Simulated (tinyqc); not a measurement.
# Two-dimensional dopant profile at a mask edge: lateral junction, overlap and effective channel length, step by step

A worked calculation. Computed by tinyqc, a small Python program that keeps every step. Command: `OMP_NUM_THREADS=1 python tinyqc.py 3020564 3020565 out.jsonl lateral walk`. One thread of a shared host (Intel(R) Xeon(R) Processor @ 2.30GHz), about 0.02 s of CPU time with the checks. Intermediate numbers are printed to about 6 digits and carried at full precision; extremes and crossings named in words are read from the listed rows.

Ions enter for y < 0; the mask (spacer, then gate) covers y > 0. x is the depth. The surface reflects dopant during the anneal.

Inputs (values chosen for the exercise, modelled on a source-drain extension in silicon):

| quantity | value | unit |
|---|---|---|
| dose Q | 2e+14 | 1/cm^2 |
| projected range R_p | 24 | nm |
| vertical straggle | 9.1 | nm |
| lateral straggle | 8 | nm |
| anneal budget D t | 3.2e-13 | cm^2 |
| channel doping C_B | 4.8e+17 | 1/cm^3 |
| gate length L_g | 320 | nm |
| offset spacer | 3.4 | nm |
| oxide thickness | 1.3 | nm |

Constants: eps_0 = 8.8541878128e-12 F/m.

## Widths and vertical profile

Widths s_x^2 = (vertical straggle)^2 + 2 D t, s_y^2 = (lateral straggle)^2 + 2 D t. C(x, y) = V(x) (1/2) erfc(y/(sqrt2 s_y)), V(x) = Q/(sqrt(2 pi) s_x) [exp(-(x - R_p)^2/(2 s_x^2)) + exp(-(x + R_p)^2/(2 s_x^2))]; 1 nm = 1e-7 cm. The vertical junction far from the mask solves V(x) = C_B.

s_x = 12.1165 nm

s_y = 11.3137 nm

V at the surface = 1.85195e+19 1/cm^3

V at R_p = 6.58767e+19 1/cm^3

vertical junction x_j = 62.0133 nm

## Lateral junction at the surface

The lateral junction at depth x solves C = C_B: y_j(x) = sqrt2 s_y erfc^-1(2 C_B/V(x)). Overlap under the gate = y_j(0) - spacer; metallurgical channel L_met = L_g - 2 overlap (tails from the two sides are not added). Abruptness at y_j(0) in nm per decade = ln(10) s_y sqrt(pi/2) exp(u^2) erfc(u), u = y_j/(sqrt2 s_y). Overlap capacitance per width = 3.9 eps_0 overlap/t_ox (zero if there is no overlap).

lateral junction y_j(0) = 21.9993 nm

ratio y_j(0)/x_j = 0.354751

overlap = 18.5993 nm

metallurgical channel L_met = 282.801 nm

lateral abruptness = 11.2088 nm/decade

overlap capacitance = 0.494045 fF/um

The two overlaps take 12 % of the gate length. Caution: the profile peaks below the surface, where the junction reaches further under the gate than y_j(0); the overlap given is the one at the surface.

## Junction contour

The lateral junction at depth x solves C = C_B: y_j(x) = sqrt2 s_y erfc^-1(2 C_B/V(x)). Depths are 0, 0.15, 0.3, 0.45, 0.6, 0.75, 0.9 and 0.97 of x_j.

Contour:

| x/x_j | x (nm) | V (1/cm^3) | y_j (nm) |
|---|---|---|---|
| 0.00 | 0.0000 | 1.85195e+19 | 21.9993 |
| 0.15 | 9.3020 | 3.30595e+19 | 24.6974 |
| 0.30 | 18.6040 | 5.97703e+19 | 27.2379 |
| 0.45 | 27.9060 | 6.25235e+19 | 27.4235 |
| 0.60 | 37.2080 | 3.63525e+19 | 25.1182 |
| 0.75 | 46.5100 | 1.17247e+19 | 19.6846 |
| 0.90 | 55.8120 | 2.09753e+18 | 8.4023 |
| 0.97 | 60.1529 | 7.67938e+17 | -3.6065 |

The contour reaches furthest, 27.42 nm, at x/x_j = 0.45 among these rows, below the surface, where punch-through would start. It crosses the mask edge where V = 2 C_B.

## What the anneal budget does

x_j solves V(x) = C_B. Budgets are multiples of the given D t (at 0 the mirror term is kept, which overstates V(0) as implanted); those with V(0) not above 2.5 C_B are left out.

Junctions (nm):

| multiple | s_x | s_y | x_j | y_j(0) | y_j/x_j | L_met |
|---|---|---|---|---|---|---|
| 0.0 | 9.1000 | 8.0000 | 53.368 | 10.7925 | 0.202227 | 305.215 |
| 0.1 | 9.4451 | 8.3905 | 54.373 | 12.2772 | 0.225797 | 302.246 |
| 0.3 | 10.1000 | 9.1214 | 56.268 | 14.9039 | 0.264876 | 296.992 |
| 1.0 | 12.1165 | 11.3137 | 62.013 | 21.9993 | 0.354751 | 282.801 |
| 2.0 | 14.5193 | 13.8564 | 68.706 | 29.3369 | 0.426989 | 268.126 |
| 4.0 | 18.4068 | 17.8885 | 79.240 | 39.8481 | 0.502878 | 247.104 |
| 8.0 | 24.3887 | 24.0000 | 94.873 | 54.2441 | 0.571758 | 218.312 |
| 16.0 | 33.2688 | 32.9848 | 117.123 | 73.4498 | 0.627117 | 179.900 |

The ratio y_j/x_j goes from 0.20 to 0.63: as implanted, x_j includes R_p and y_j only the lateral straggle; after long diffusion both scale roughly with sqrt(D t) as long as V(0) stays far above C_B, and the ratio stays below 1 because the edge starts from half the concentration and an erfc falls faster than the Gaussian. L_met shrinks by 125.3 nm over the rows.

Checks made by the program: lateral profile against the convolution of a step with a Gaussian (relative difference below 1e-10).
